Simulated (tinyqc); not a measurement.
Band bending at a free surface with a continuum of surface states, surface photovoltage and Kelvin probe: one step of the calculation.

n-type bulk, xi = Ec - EF = Vt ln(Nc/Nd), p0 = ni^2/Nd, ni = sqrt(Nc Nv) exp(-Eg/(2 Vt)), Eg in volts. b is the upward band bending, u = b/Vt. Space charge per area, in units of q: Qc = sign(b) sqrt((2 eps0 eps_r Vt/q) [(Nd + dn)(exp(-u) - 1) + Nd u + (p0 + dn)(exp(u) - 1)]), with dn the excess density under light (flat quasi-Fermi levels; 0 in the dark). The states hold -Ds (E0 - xi - b): negative while the Fermi level lies above the neutrality level. Neutrality: Qc + Qf + (charge of the states) = 0.

Problem. Bulk quantities. xi, ni, p0, the Debye length sqrt(eps0 eps_r Vt/(q Nd)) and the flat-band work function chi + xi.

Parameters, values chosen for the exercise; band and dielectric values close to those of silicon: temperature T = 300 K; band gap Eg = 1.13 eV; relative permittivity eps_r = 11.8; conduction-band density of states at T Nc = 2.79e19 cm^-3; valence-band density of states at T Nv = 2.62e19 cm^-3; electron affinity chi = 4 eV; donor density Nd = 1.9e17 cm^-3.

Constants: q = 1.602176634e-19 C, kB = 1.380649e-23 J/K, Vt = kB T/q, eps0 = 8.8541878128e-14 F/cm where lengths are in cm. Results are converted to the units shown.

Wanted: xi; ni; p0; Debye length; chi + xi.

Solution.

xi = 0.12898 eV
ni = 8.7171e9 cm^-3
p0 = 399.93 cm^-3
Debye length = 9.4196 nm
chi + xi = 4.1290 eV

tinyqc, about 0.01 s, one thread, Intel Xeon 2.30GHz (shared host): `OMP_NUM_THREADS=1 python tinyqc.py 2430060 2430061 out.jsonl`
